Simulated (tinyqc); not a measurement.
Worked calculation: one-electron ion in a basis of Gaussians. One step of it, computed by the program tinyqc.

Question. Generalised eigenproblem. Solve H C = S C e through S^(-1/2); each column has its largest component positive (the first on a tie).

H = T + V (hartree), lower triangle:
```
           1          2          3
1  -0.165623
2  -0.145312  -0.205018
3  -0.080660  -0.173806  -0.160194
```

S, lower triangle:
```
          1         2         3
1  1.000000
2  0.666851  1.000000
3  0.230381  0.666823  1.000000
```

Give: eigenvalues of S; eigenvalues; coefficients.

Answer.

eigenvalues of S: 0.165  0.770  2.065

eigenvalues (hartree): -0.220  -0.122  0.029

coefficients:
```
       1       2       3
1  0.178   1.173  -0.842
2  0.610  -0.524   1.721
3  0.360  -0.341  -1.367
```

For Z = 2 and l = 2 the exact lowest level is -Z^2/(2 n^2) with n = l + 1: -0.222222 hartree.
